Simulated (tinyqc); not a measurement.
# Contact transmission and back-scattering length from two lengths

Problem. A channel with M modes has R = RQ (2/tc - 1 + L/lam), RQ = (h/2q^2)/M. Find lam and tc.

Constants: q = 1.602176634e-19 C, h = 6.62607015e-34 J s. Results are converted to the units shown.

R at L = 18 and 140 nm (ohm um): 158.64505  312.42810
M = 292.54222 1/um

Answer. The slope is RQ/lam and the intercept RQ (2/tc - 1).

lam = 35.00 nm
tc = 0.4900

tinyqc, about 0.01 s, one thread, Intel Xeon 2.30GHz (shared host): `OMP_NUM_THREADS=1 python tinyqc.py 2760038 2760039 out.jsonl`
